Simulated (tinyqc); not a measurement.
## Drift exponent from two reads

Inverse problem. Ra = R0 (t/t0)^nu. Find nu, R0 and Ra after ten years (3.15576e8 s).

Inputs (values chosen for the exercise):

| symbol | value | unit | meaning |
|---|---|---|---|
| t0 | 0.1 | s | reference time |

Ra at t = 1 and 300 s, both at 300 K (Mohm): [1.9773851, 3.9205393]

Solution. ln Ra is linear in ln t with slope nu.

nu = 0.1200
R0 = 1.500 Mohm
Ra after ten years = 20.70 Mohm

tinyqc, about 0.01 s, one thread, Intel Xeon 2.30GHz (shared host): `OMP_NUM_THREADS=1 python tinyqc.py 2880139 2880140 out.jsonl`
